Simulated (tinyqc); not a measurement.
# Worked calculation: threshold-voltage variability of a planar MOSFET, analytic estimates

Numbers from tinyqc (`OMP_NUM_THREADS=1 python tinyqc.py 2090037 2090038 out.jsonl`; about 0.01 s on one thread of a shared Intel Xeon 2.30GHz). Printed values are rounded.

Three independent sources add in quadrature: random dopants in the depleted layer, metal-gate grains of two orientations, and roughness of the two gate edges acting through the roll-off VT = VT(long) - Vr exp(-L/l). These are first-order estimates: no three-dimensional electrostatics, no percolation.

Values chosen for this exercise; material values close to those of silicon: temperature T = 293 K; band gap Eg = 1.13 eV; relative permittivity of the semiconductor eps_r = 11.5; conduction-band density of states at T Nc = 2.67e19 cm^-3; valence-band density of states at T Nv = 2.57e19 cm^-3; channel doping Na = 3.5e17 cm^-3; oxide-equivalent thickness in inversion ti = 2 nm; gate length L = 20 nm; gate width W = 48 nm; metal grain size G = 10 nm; work-function difference of the two grain orientations dW = 0.3 eV; share of the orientation of higher work function p = 0.5; rms roughness of one gate edge De = 2 nm; correlation length of the roughness La = 10 nm; decay length of the threshold roll-off l = 3.4 nm; prefactor of the roll-off Vr = 2.1 V; subthreshold factor n = 1.34; gm/I of a matched pair gI = 20 1/V; spread of the gain factor of one device sb = 2.3 %; number of cells Nb = 65536; wanted yield Y = 0.999.

Constants: q = 1.602176634e-19 C, kB = 1.380649e-23 J/K, Vt = kB T/q, eps0 = 8.8541878128e-14 F/cm where lengths are in cm. Results are converted to the units shown.

Range of the model: The depletion depth exceeds L, so source and drain share much of the charge and the dopant estimate is rough. gI s exceeds 0.2, so the linear formula for the current mismatch is only a rough guide.

## Random dopants

ni = sqrt(Nc Nv) exp(-Eg/(2 Vt)), Eg in volts; Cox = 3.9 eps0/ti; Wd = sqrt(4 eps0 eps_r Vt ln(Na/ni)/(q Na)); dopants: s1 = (q/Cox) sqrt(Na Wd/(3 L W)). The slope A1 = s1 sqrt(L W); mean number of dopants Na L W Wd.

Cox = 1.726567 uF/cm^2
Wd = 57.55277 nm
mean number of dopants = 19.33773
A1 = 0.7603850 mV um
s1 = 24.54132 mV

Counting alone, 1/sqrt(N) of the depletion voltage q Na Wd/Cox = 187 mV, would give sqrt(3) times more: dopants deep in the layer act less on the surface.

## Metal grains and edge roughness

Grains: Ng = L W/G^2 (at least 1), s2 = dW sqrt(p (1 - p)/Ng). Edges, with exponential correlation and u = W/La: the mean gate length has sL^2 = 2 De^2 (2/u)[1 - (1 - exp(-u))/u]; s3 = sL (Vr/l) exp(-L/l).

Ng = 9.6
s2 = 48.41229 mV
sL = 1.626224 nm
dVT/dL = 1.722134 mV/nm
s3 = 2.800575 mV

## Total spread, mismatch and leakage

s = sqrt(s1^2 + s2^2 + s3^2). For a pair: s(dVT) = sqrt(2) s; current mismatch sqrt(2) sqrt((gI s)^2 + sb^2); input offset = current mismatch/gI. For a Gaussian VT the off current is log-normal with mean/median = exp(s^2/(2 (n Vt)^2)).

s = 54.34951 mV
s(dVT) = 76.86182 mV
current mismatch = 153.7580 %
input offset = 76.87902 mV
mean/median of Ioff = 3.633661

The grains give 79.3 % of the variance; without them s would be 24.7 mV. A current mismatch this large is beyond the linear estimate.

## Iteration 1: margin in standard deviations for the wanted yield

k at the start = 3

Cells fail independently with probability Q(k) = erfc(k/sqrt(2))/2 when the margin is k standard deviations, and Y = exp(-Nb Q(k)). phi = exp(-k^2/2)/sqrt(2 pi). Newton steps on ln Q(k) = ln(-ln(Y)/Nb): k(new) = k + [ln Q - ln(-ln(Y)/Nb)] Q/phi.

Q(k) = 0.001349898
phi = 0.004431848
k after iteration 1 = 6.469248

## Iteration 2: margin in standard deviations for the wanted yield

As before.

Q(k) = 4.924589e-11
phi = 3.258696e-10
k after iteration 2 = 5.602327

## Course of the iteration: margin in standard deviations for the wanted yield

Stop when k changes by less than 1e-9, or after 30 iterations.

Course of the iteration:

| iteration | k | \|change\| |
|---|---|---|
| 1 | 6.469248 | 3.47 |
| 2 | 5.602327 | 0.867 |
| 3 | 5.538698 | 0.0636 |
| 4 | 5.538354 | 3.45e-4 |
| 5 | 5.538354 | 1.01e-8 |
| 6 | 5.538354 | < 1e-12 |

Converged in 6 iterations. At the end the number of correct digits about doubles with each step. With s(dVT) = 76.9 mV, 5.54 standard deviations are 426 mV.
